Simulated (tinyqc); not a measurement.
Raising U: Hubbard chain of 6 sites, mean field against exact. Computed by the program tinyqc. 

one-body matrix (hopping and site energies) (eV):
```
         1        2        3        4        5        6
1   0.0000  -0.9400   0.0000   0.0000   0.0000   0.0000
2  -0.9400   0.0000  -0.9400   0.0000   0.0000   0.0000
3   0.0000  -0.9400   0.0000  -0.9400   0.0000   0.0000
4   0.0000   0.0000  -0.9400   0.0000  -0.9400   0.0000
5   0.0000   0.0000   0.0000  -0.9400   0.0000  -0.9400
6   0.0000   0.0000   0.0000   0.0000  -0.9400   0.0000
```

electrons, up and down: 3  3

Collinear unrestricted mean field (the lowest of 40 random starts) against exact diagonalisation.

Exact and mean-field results (eV):
```
U          U/t   E exact  E mean field  mean |n_up - n_down|  double occupancy, exact  first gap in the sector
0.470    0.500  -5.89683      -5.86364                 0.000                    0.226                    0.745
0.940    1.000  -5.29116      -5.15864                 0.000                    0.203                    0.667
1.880    2.000  -4.27353      -3.80420                 0.404                    0.158                    0.544
2.820    3.000  -3.49310      -2.84926                 0.673                    0.120                    0.450
3.760    4.000  -2.90701      -2.23010                 0.803                    0.090                    0.377
5.640    6.000  -2.13071      -1.53144                 0.909                    0.052                    0.278
7.520    8.000  -1.66201      -1.16021                 0.948                    0.033                    0.218
11.280  12.000  -1.14247      -0.77897                 0.977                    0.016                    0.150
18.800  20.000  -0.69700      -0.46906                 0.992                    0.006                    0.091
```

In absolute terms mean field is worst at U/t = 4.0, 0.677 eV too high: at small U it is nearly exact, and at large U it misses only exchange-scale energies. Its local moments set in at U/t = 2.0 of those listed, a broken symmetry that the exact state of a finite cluster with equal spins does not have. Relative to the exact energy its error is 0.6 % at the smallest U, 33 % at most and 33 % at the largest. The double occupancy falls from 0.226 to 0.006; at the largest U the first gap is 0.49 times the exchange scale 4t^2/U.
